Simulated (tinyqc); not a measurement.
## A stack of flat layers between unequal leads with mass mismatch, transfer matrices: effect of the right lead

One electron of energy E comes from the left lead (band edge 0); no transverse momentum. Parabolic bands, masses in units of m0, C = hbar^2/(2 m0); psi and psi'/m are continuous at every interface. The layers follow each other from left to right, then the right lead.

For the pair (psi, psi'/m) a flat layer has M = [[cos kd, (m/k) sin kd], [-(k/m) sin kd, cos kd]] with k = sqrt(m (E - U)/C) above its edge U, and M = [[cosh Kd, (m/K) sinh Kd], [(K/m) sinh Kd, cosh Kd]] with K = sqrt(m (U - E)/C) below it. The matrices are multiplied with later layers to the left. With M acting on (psi, psi'/m) and v = k/m in each lead, T(E) = 4 vL vR/[(vL vR M12 - M21)^2 + (vR M11 + vL M22)^2]. The layers inside are not moved.

Parameters, values chosen for the exercise; masses and band edges of a made-up stack:
- mL = 0.055 m0 (mass in the left lead)
- U = [0.21, -0.04, 0.16, 0.08] eV (band edges of the layers, left to right)
- m = [0.075, 0.097, 0.11, 0.1] m0 (masses of the layers)
- d = [3, 1.7, 2.1, 2.2] nm (widths of the layers)
- mR = 0.065 m0 (mass in the right lead)
- E = 0.042 eV (electron energy)

Constants: q = 1.602176634e-19 C, hbar = 1.054571817e-34 J s, m0 = 9.1093837015e-31 kg, hbar^2/(2 m0) = 0.0380998212 eV nm^2. Results are converted to the units shown.

Result of one run:
```
vR (1/nm)	T(E)	bare step 4 vL vR/(vL + vR)^2
6.386	0.002237	0.9691
```

Which band edge of the right lead UR gave this result: -0.252, -0.107, -0.059 or -0.01 eV?

UR = -0.059 eV.

The whole series:
```
UR (eV)	vR (1/nm)	T(E)	bare step 4 vL vR/(vL + vR)^2
-0.3	11.75	0.001451	0.7991
-0.252	10.90	0.001545	0.8257
-0.203	9.946	0.001661	0.8562
-0.155	8.919	0.001804	0.8900
-0.107	7.757	0.001989	0.9281
-0.059	6.386	0.002237	0.9691
-0.01	4.582	0.002562	0.9999
0.038	1.271	0.001710	0.6889
```

T(E) goes from 0.00145 through a maximum of 0.00256 (at UR = -0.01 eV among the rows listed) to 0.00171, while the bare step between the leads goes from 0.799 through a maximum of 1.00 (at UR = -0.01 eV among the rows listed) to 0.689 (it is 1 where vR equals vL = 4.48 1/nm). The largest T(E) among the rows, 0.002562, is at UR = -0.01 eV.

Program tinyqc, `OMP_NUM_THREADS=1 python tinyqc.py 2560002 2560003 out.jsonl`; Intel Xeon 2.30GHz, shared host, one thread, about 0.01 s.
